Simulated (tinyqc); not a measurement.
Four-band model of biased bilayer graphene near K: one step. Levels and layer polarisation. The numbers come from values chosen for the exercise (near those used for Bernal bilayer graphene).

H (eV), rows A1, B1, A2, B2 and columns alike:
```
[[-0.095000, -0.132640-0.144698i, 0, 0],
 [-0.132640+0.144698i, -0.095000, 0.402000, 0],
 [0, 0.402000, 0.095000, -0.132640-0.144698i],
 [0, 0, -0.132640+0.144698i, 0.095000]]
```

Problem. Diagonalise; the weight on layer 1 is that of A1 and B1.

Give: levels; weights; weight on layer 1.

Solution.

levels (eV): [-0.4973, -0.0970, 0.0970, 0.4973]

weights, rows A1, B1, A2, B2; columns band 1, band 2, band 3, band 4:
```
[[0.126, 0.672, 0.167, 0.034],
 [0.531, 0.000, 0.160, 0.309],
 [0.309, 0.160, 0.000, 0.531],
 [0.034, 0.167, 0.672, 0.126]]
```

weight on layer 1: [0.657, 0.672, 0.328, 0.343]

Band 2 has 67 % of its weight on layer 1, the layer of lower potential, and band 3 has 33 %; the dimer sites hold 16 % of band 3.

Program tinyqc; command `OMP_NUM_THREADS=1 python tinyqc.py 1450086 1450087 out.jsonl`; about 0.03 s on one thread of a shared Intel(R) Xeon(R) Processor @ 2.30GHz.
